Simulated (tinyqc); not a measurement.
From results back to parameters: sp3s* tight binding. Two cases, with inputs chosen for the exercise.

Problem. For a crystal of one element and without spin-orbit coupling the levels at Gamma are Es -/+ |Vss| and Ep -/+ Vxx, and the upper valence level at X is Ep - Vxy. The levels below come from hidden parameters.

Case 1.

s levels at Gamma (eV): -27.2610  18.1670

p levels at Gamma (eV): -0.0020  7.6900

upper valence level at X = -7.8500 eV

Case 2.

s levels at Gamma (eV): -12.4980  3.9800

p levels at Gamma (eV): 0.0020  3.4680

upper valence level at X = -2.7960 eV

Find: Es, |Vss|, Ep, Vxx, Vxy.

Solution. Means give the levels and half the splittings give the couplings; Vxy = Ep - E(X).

Case 1.

Es, |Vss|, Ep, Vxx, Vxy (eV): -4.547  22.714  3.844  3.846  11.694

Case 2.

Es, |Vss|, Ep, Vxx, Vxy (eV): -4.259  8.239  1.735  1.733  4.531

Computed by tinyqc, one run a case: `OMP_NUM_THREADS=1 python tinyqc.py N N+1 out.jsonl` with N = 1480951, 1481005; one thread of a shared Intel(R) Xeon(R) Processor @ 2.30GHz, about 0.2 s a run at most.
